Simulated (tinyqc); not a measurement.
When U turns negative: defect-molecule model of a vacancy with Jahn-Teller distortion.

Four dangling hybrids a, b, c, d point into the vacancy: H_ii = E0, and -gm between any two. A tetragonal distortion Q pairs a with b and c with d: those two couplings become -gm - I Q and the other four -gm + I Q/2, at an elastic cost k Q^2/2. The a1 level holds two electrons; charge states 2+, + and 0 put n = 0, 1, 2 more into the lowest level of t2 origin. Energy from the 2+ state at Q = 0, with the Fermi level mu counted from Ev: W_n(Q) = n (et - 2 I Q) + k Q^2/2 + Uc n (n - 1)/2 - n mu. et = E0 + gm is the undistorted t2 level.

Parameters, chosen for this exercise (of the size used for the vacancy in silicon; shifted at random, so the results belong to these values and not to a real crystal): E0 = -0.02 eV (level of a dangling hybrid, from Ev); gm = 0.38 eV (coupling between two dangling hybrids); I = 1.24 eV/angstrom (Jahn-Teller coupling); Uc = 0.23 eV (repulsion of two electrons in one orbital).

The force constant is varied. E_JT = 2 I^2/k, E(2+/+) = et - E_JT, E(+/0) = et - 3 E_JT + Uc, U_eff = Uc - 2 E_JT.

Against k:

| k (eV/angstrom^2) | E_JT (eV) | (2+/+) (eV) | (+/0) (eV) | U_eff (eV) | Q of the neutral state (angstrom) |
|---|---|---|---|---|---|
| 8 | 0.3844 | -0.0244 | -0.5632 | -0.5388 | 0.6200 |
| 12 | 0.2563 | 0.1037 | -0.1788 | -0.2825 | 0.4133 |
| 16 | 0.1922 | 0.1678 | 0.0134 | -0.1544 | 0.3100 |
| 24 | 0.1281 | 0.2319 | 0.2056 | -0.0263 | 0.2067 |
| 32 | 0.0961 | 0.2639 | 0.3017 | 0.0378 | 0.1550 |
| 48 | 0.0641 | 0.2959 | 0.3978 | 0.1019 | 0.1033 |
| 64 | 0.0481 | 0.3120 | 0.4459 | 0.1339 | 0.0775 |
| 96 | 0.0320 | 0.3280 | 0.4939 | 0.1659 | 0.0517 |

k at which U_eff = 0 = 26.74 eV/angstrom^2

What can be read from this table?

Levels below 0 lie in the valence band. U_eff is negative for k below 4 I^2/Uc = 26.7: 4 of the 8 rows. The gain grows as n^2, so the second electron wins 3 E_JT where the first wins E_JT. For a stiff lattice the levels tend to et = 0.360 and et + Uc = 0.590 eV. Distortions above about 0.5 angstrom (1 of the rows) are beyond a linear coupling.

tinyqc: `OMP_NUM_THREADS=1 python tinyqc.py 1452440 1452441 out.jsonl`; about 0.01 s, one thread, shared Intel(R) Xeon(R) Processor @ 2.30GHz.
